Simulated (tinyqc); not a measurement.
Single-junction solar cell, detailed-balance limit: one step of the calculation.

Every photon above the gap Eg makes one pair and none below is absorbed; carriers thermalise at T and move without loss. Jsc = q fs X Phi(Eg, Ts); the dark current is J0 = q ge Phi(Eg, T)/ERE with the Boltzmann factor exp(V/Vt). The efficiency is the electrical power over fs X sigma Ts^4.

Question. Voltages, fill factor and efficiency. Voc = Vt ln(1 + Jsc/J0), Vmp = v Vt, Jmp = Jsc - J0 (exp(v) - 1), FF = Vmp Jmp/(Voc Jsc), efficiency Vmp Jmp/Pin.

Parameters, values chosen for the exercise: cell temperature T = 350 K; external radiative efficiency ERE = 0.001; band gap Eg = 0.65 eV.

Constants: q = 1.602176634e-19 C, kB = 1.380649e-23 J/K, Vt = kB T/q. Results are converted to the units shown.

v = 8.2000986
Jsc = 3240.2468 mA/cm^2
J0 = 0.096725500 mA/cm^2
Pin = 5022.4491 mW/cm^2

Wanted: Voc; Eg/q - Voc; Vmp; Jmp; FF; efficiency.

Answer.

Voc = 0.3143 V
Eg/q - Voc = 0.3357 V
Vmp = 0.2473 V
Jmp = 2888 mA/cm^2
FF = 0.7015
efficiency = 14.22 %

Of the voltage deficit, Vt ln(1/ERE) = 208 mV is due to non-radiative recombination.

Program tinyqc, `OMP_NUM_THREADS=1 python tinyqc.py 2820047 2820048 out.jsonl`; Intel Xeon 2.30GHz, shared host, one thread, about 0.01 s.
